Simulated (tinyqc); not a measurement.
Square-lattice Ising model by mean field, Bethe lattice, transfer matrix, exact enumeration and Monte Carlo steps: one step, computed by the program tinyqc.

H = -J sum over nearest pairs s_i s_j, s = +-1, no field, periodic boundaries; energies per site are in J. As a lattice gas or an alloy, s marks which species holds the site.

Question. heat bath steps. h is the sum of the four neighbours. Set s = +1 if u < p = 1/(1 + exp(-2 K h)), else -1.

Inputs (values chosen for the exercise, for a model lattice): temperature T = 217 K.

Monte Carlo rule: heat bath.

start configuration, 5 x 5, rows and columns numbered from 1:
```
,1,2,3,4,5
1,1,-1,1,1,1
2,1,1,1,1,1
3,-1,1,1,1,1
4,1,1,1,1,1
5,1,-1,-1,1,-1
```

Random draws:
```
step,row,column,u
1,3,3,0.4491
2,2,5,0.5457
3,4,5,0.7350
4,5,2,0.2626
5,3,4,0.9102
6,3,2,0.8921
7,2,4,0.4522
8,3,3,0.8884
9,5,2,0.5128
10,3,2,0.0625
11,2,4,0.5775
12,3,2,0.2510
13,1,5,0.7360
14,4,4,0.8316
```

K = 0.4160514

Give: Steps; configuration after the steps.

Answer.

Steps:
```
step,s before,h,p,s after
1,1,4,0.9654,1
2,1,4,0.9654,1
3,1,2,0.8408,1
4,-1,0,0.5000,1
5,1,4,0.9654,1
6,1,2,0.8408,-1
7,1,4,0.9654,1
8,1,2,0.8408,-1
9,1,0,0.5000,-1
10,-1,0,0.5000,1
11,1,4,0.9654,1
12,1,0,0.5000,1
13,1,2,0.8408,1
14,1,4,0.9654,1
```

configuration after the steps:
```
,1,2,3,4,5
1,1,-1,1,1,1
2,1,1,1,1,1
3,-1,1,-1,1,1
4,1,1,1,1,1
5,1,-1,-1,1,-1
```

5 of the 14 steps changed a spin; the sum of spins went from 15 to 13.
